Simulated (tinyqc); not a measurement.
Inside a calculation. Method: Pariser-Parr-Pople SCF with singles CI, for the molecule c1ccnc[cH+]c1 (SMILES; centres numbered as the heavy atoms are written). One step of it, computed by the program tinyqc.

Question. PPP integrals. Mataga-Nishimoto: gamma = 14.399645/(R + a), a = 2 x 14.399645/(gamma_rr + gamma_ss); H_rr = -W_r - sum_(s != r) z_s gamma_rs; H_rs = beta for bonds.

Centres (angstrom, eV; a flat drawing with bonds scaled to 1.40 angstrom):
```
centre,x,y,core charge z,W,gamma_rr
1C,1.613000,0.000000,1,11.160000,11.130000
2C,1.006000,1.261000,1,11.160000,11.130000
3C,-0.359000,1.573000,1,11.160000,11.130000
4N,-1.454000,0.700000,1,14.100000,12.300000
5C,-1.454000,-0.700000,1,11.160000,11.130000
6C,-0.359000,-1.573000,1,11.160000,11.130000
7C,1.006000,-1.261000,1,11.160000,11.130000
```

Resonance integrals (eV):
```
i,j,beta
1,2,-2.630000
2,3,-2.630000
3,4,-2.760000
4,5,-2.760000
5,6,-2.630000
6,7,-2.630000
7,1,-2.630000
```

Give: repulsion gamma_rs; core matrix H.

Answer.

repulsion gamma_rs (eV), lower triangle:
```
,1C,2C,3C,4N,5C,6C,7C
1C,11.1300
2C,5.3466,11.1300
3C,3.7732,5.3451,11.1300
4N,3.2913,3.8375,5.4760,12.3000
5C,3.2434,3.2434,3.7727,5.4769,11.1300
6C,3.7732,3.2436,3.2433,3.8377,5.3447,11.1300
7C,5.3466,3.7737,3.2436,3.2912,3.7726,5.3451,11.1300
```

core matrix H (eV), lower triangle:
```
,1C,2C,3C,4N,5C,6C,7C
1C,-35.9343
2C,-2.6300,-35.9499
3C,0.0000,-2.6300,-36.0141
4N,0.0000,0.0000,-2.7600,-39.3107
5C,0.0000,0.0000,0.0000,-2.7600,-36.0137
6C,0.0000,0.0000,0.0000,0.0000,-2.6300,-35.9477
7C,-2.6300,0.0000,0.0000,0.0000,0.0000,-2.6300,-35.9329
```
